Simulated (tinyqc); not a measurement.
Character of the line: straight dislocations in isotropic elasticity: fields, energies, partials, Peierls stress and walls. Computed by tinyqc, a small Python program. Command: `OMP_NUM_THREADS=1 python tinyqc.py 3028765 3028766 out.jsonl disloc walk`. One thread of a shared host (Intel(R) Xeon(R) Processor @ 2.30GHz), about 0.01 s of CPU time with the checks.

The line runs along z, the glide plane is y = 0, and beta is the angle between b and the line (0 screw, 90 degrees edge): b_e = b sin(beta) along +x with the extra half plane at y > 0, b_s = b cos(beta). Stress is positive in tension.

Inputs (values chosen for the exercise, modelled on nickel):
```
quantity                       value      unit
shear modulus G                 79.9       GPa
Poisson ratio nu               0.311         -
Burgers vector b               2.492  angstrom
stacking-fault energy gamma      124    mJ/m^2
dislocation density rho      1.4e+12     1/m^2
core radius r0/b                   1         -
```

Character: edge.

Constants: 1 eV/angstrom^3 = 160.2176634 GPa.

Method:
- Energy factor K = G [cos^2(beta) + sin^2(beta)/(1 - nu)].
- E = K b^2/(4 pi) ln(R/r0) with R = 1/(2 sqrt(rho)); tension T = E + d^2E/d(beta)^2 = G b^2 [1 + nu - 3 nu sin^2(beta)]/(4 pi (1 - nu)) ln(R/r0). The core energy is taken into r0.
- Shockley partials have b_p = b/sqrt(3) at the angles beta -/+ 30 degrees; their repulsion balances the fault at d = G b_p^2/(8 pi gamma) (2 - nu)/(1 - nu) [1 - 2 nu cos(2 beta)/(2 - nu)].
- E = K b^2/(4 pi) ln(R/r0); T = G b^2 [1 + nu - 3 nu sin^2(beta)]/(4 pi (1 - nu)) ln(R/r0).

ln(R/r0) = 7.43587

From screw to edge:
```
beta (degrees)  K (GPa)  E (eV/nm)  T (eV/nm)  d (nm)
0                 79.90     18.325     34.869  0.8219
15                82.32     18.880     33.207  0.8861
30                88.92     20.393     28.665  1.0614
45                97.93     22.461     22.461  1.3010
60               106.95     24.529     16.258  1.5405
75               113.55     26.043     11.716  1.7159
90               115.97     26.597     10.054  1.7801
```

What does the comparison show, and why?

The edge costs 1/(1 - nu) = 1.451 times the screw in energy, yet its tension is only (1 - 2 nu)/(1 + nu) = 0.288 of the screw value, so loops under stress are elongated along b. The edge splits 2.17 times as widely, (2 + nu)/(2 - 3 nu), since there the larger, edge parts of the partials repel with the factor 1/(1 - nu) and the small screw parts attract, while in the screw the roles are exchanged.
